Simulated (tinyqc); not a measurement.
## True capacitance, leakage and series resistance from two frequencies

Problem. A capacitance C in parallel with G and in series with Rs is measured as Cp and D = Gp/(w Cp) at two frequencies. The series reading Cs = Cp (1 + D^2) equals C + G^2/(w^2 C), and Re Z = D/(w Cp (1 + D^2)) = Rs + G/(G^2 + w^2 C^2). Find C, G and Rs.

f (Hz): [1e6, 1e7]
Cp (pF): [73.8058985, 73.2927953]
D: [0.886600769, 0.172528790]

Solution. w^2 Cs = w^2 C + G^2/C is a straight line in w^2 with slope C; the intercept gives G, and the real part then gives Rs.

C = 74.9 pF
G = 410 uS
Rs = 18.0 ohm

tinyqc, about 0.01 s, one thread, Intel Xeon 2.30GHz (shared host): `OMP_NUM_THREADS=1 python tinyqc.py 2022084 2022085 out.jsonl`
